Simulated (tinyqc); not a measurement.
# Depth and level of a trap from the time ratio

Problem. For an oxide trap tc/te = exp(E/Vt) with E = E0 - dpsi - (xt/tox)(Vg - VT - dpsi), dpsi being the rise of the surface potential above its value at threshold. Find xt and E0, and the depth that would be read if dpsi were ignored.

Parameters, values chosen for the exercise: temperature T = 250 K; insulator thickness tox = 1 nm.

Constants: q = 1.602176634e-19 C, kB = 1.380649e-23 J/K, Vt = kB T/q. Results are converted to the units shown.

Vg - VT (V): [-0.01, 0.14]
tc/te: [3.3633021, 0.12749887]
dpsi (V): [-0.0048405461, 0.039162239]

Answer. E + dpsi is a straight line in the oxide voltage Vg - VT - dpsi with slope -xt/tox and intercept E0. Ignoring dpsi assigns the motion of the bands to the trap and overstates its depth.

xt = 0.250 nm
E0 = 0.0200 eV
depth read without dpsi = 0.470 nm

Computed by the program tinyqc: `OMP_NUM_THREADS=1 python tinyqc.py 2710024 2710025 out.jsonl`, one thread of a shared Intel Xeon 2.30GHz, about 0.01 s for the whole run.
